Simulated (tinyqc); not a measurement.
Boltzmann transport in a parabolic band with a power-law relaxation time: one step. Mobility, conductivity and figure of merit. Two cases, with inputs chosen for the exercise.

Task: mu = <tau>/(mc m0/e) with m0/e = 5.685630e-12 kg/C; sigma = e n mu, e = 1.602176634e-19 C; Hall mobility rH mu; power factor S^2 sigma; ZT = S^2 sigma T/(kL + L sigma T), all in SI units.

Give: mu; Hall mobility; sigma; power factor; electronic thermal conductivity; ZT.

Case 1.

Values chosen (masses near those of Si; tau0 is set for a mobility of the usual size at this n, kL is a free input; freeze-out and phonon drag, which matter near 77 K, are left out; not measured data): tau0 = 24 fs (tau at E = kT); mc = 0.249 m0 (conductivity mass); n = 2.7e+19 1/cm^3 (electron density); T = 200 K; kL = 140 W/(m K) (lattice thermal conductivity).

<tau>/tau0 = 0.60884
rH = 1.09636
S = -137.794 microvolt/K
L = 1.76202 1e-8 W ohm/K^2

Result:

mu = 103 cm^2/(V s)
Hall mobility = 113 cm^2/(V s)
sigma = 446 S/cm
power factor = 0.848 mW/(m K^2)
electronic thermal conductivity = 0.157 W/(m K)
ZT = 0.0012

A Hall measurement read with rH = 1 would give a density of 2.46e+19 1/cm^3. Electrons carry 0.11 % of the heat.

Case 2.

Values chosen (masses near those of Ge; tau0 is set for a mobility of the usual size at this n, kL is a free input; freeze-out and phonon drag, which matter near 77 K, are left out; not measured data): tau0 = 79 fs (tau at E = kT); mc = 0.121 m0 (conductivity mass); n = 3e+17 1/cm^3 (electron density); T = 200 K; kL = 49 W/(m K) (lattice thermal conductivity).

<tau>/tau0 = 1.51284
rH = 1.10269
S = -510.625 microvolt/K
L = 2.22777 1e-8 W ohm/K^2

Result:

mu = 1.74e+03 cm^2/(V s)
Hall mobility = 1.92e+03 cm^2/(V s)
sigma = 83.5 S/cm
power factor = 2.18 mW/(m K^2)
electronic thermal conductivity = 0.0372 W/(m K)
ZT = 0.0089

A Hall measurement read with rH = 1 would give a density of 2.72e+17 1/cm^3. Electrons carry 0.076 % of the heat.

Computed by tinyqc, one run a case: `OMP_NUM_THREADS=1 python tinyqc.py N N+1 out.jsonl` with N = 1650431, 1650509; one thread of a shared Intel(R) Xeon(R) Processor @ 2.30GHz, about 0.02 s a run at most.
